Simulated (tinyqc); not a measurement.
Floating body of a partially depleted SOI transistor: body voltage and kink: one step of the calculation.

Source at 0 V. Channel current Ic = 2 nf K Vt^2 [F(0) - F(Vd)](1 + la Vd), F(V) = ln^2(1 + exp((Vg - VT - nf V)/(2 nf Vt))), VT = VT0 - gb Vb. Saturation voltage Vs = 2 Vt sqrt(F(0)) + 3 Vt, excess Ve = (Vd - Vs + sqrt((Vd - Vs)^2 + 0.0004 V^2))/2, multiplication M1 = Ai Ve exp(-Bl/Ve). Each junction passes D(v) = J1 (exp(v/Vt) - 1) + J2 (exp(v/(2 Vt)) - 1). Bipolar current Ib = bb J1 (exp(Vb/Vt) - 1). The body settles where M1 (Ic + Ib) = D(Vb) + D(Vb - Vd) + Vb/Rb; drain current Id = (1 + M1)(Ic + Ib) - D(Vb - Vd).

Question. Drain current with floating and with grounded body. Id and VT at the converged Vb, Id at Vb = 0, their ratio, and the bipolar share Ib/(Ic + Ib).

Inputs (values chosen for the exercise); values of the order met in partially depleted silicon-on-insulator transistors:
```
symbol,value,unit,meaning
T,398,K,temperature
VT0,0.46,V,threshold at zero body voltage
gb,0.33,,fall of the threshold per volt of body voltage
nf,1.43,,slope factor
K,130,uA/(V^2 um),gain factor per width
la,0.09,1/V,channel-length modulation factor
Ai,2.25,1/V,impact-ionisation prefactor
Bl,5.5,V,impact-ionisation voltage
J1,4.3e-9,uA/um,diffusion saturation current of each junction
J2,6.5e-7,uA/um,recombination saturation current of each junction
bb,1,,gain of the lateral bipolar transistor on the diffusion current
Rb,1e9,kohm um,"resistance of a weak body tie to the source (1e9 stands for no tie, and the term is then dropped)"
Vg,0.46,V,gate voltage
Vd,1.3,V,drain voltage
```

Constants: q = 1.602176634e-19 C, kB = 1.380649e-23 J/K, Vt = kB T/q. Results are converted to the units shown.

converged Vb = 0.53273604 V

Find: VT; Id, floating; Id, grounded; ratio; bipolar share.

Answer.

VT = 0.28420 V
Id, floating = 1.9001 uA/um
Id, grounded = 0.23978 uA/um
ratio = 7.9240
bipolar share = 1.2778 %

The body rises to 0.533 V and lowers the threshold by 176 mV.

Range of the model: The multiplication law is an empirical form chosen for the exercise; self-heating and capacitive coupling to the body are left out, and the linear laws are rough once Vb passes about 0.7 V or M1 about 0.1.

Program tinyqc, `OMP_NUM_THREADS=1 python tinyqc.py 2182189 2182190 out.jsonl`; Intel Xeon 2.30GHz, shared host, one thread, about 0.2 s.
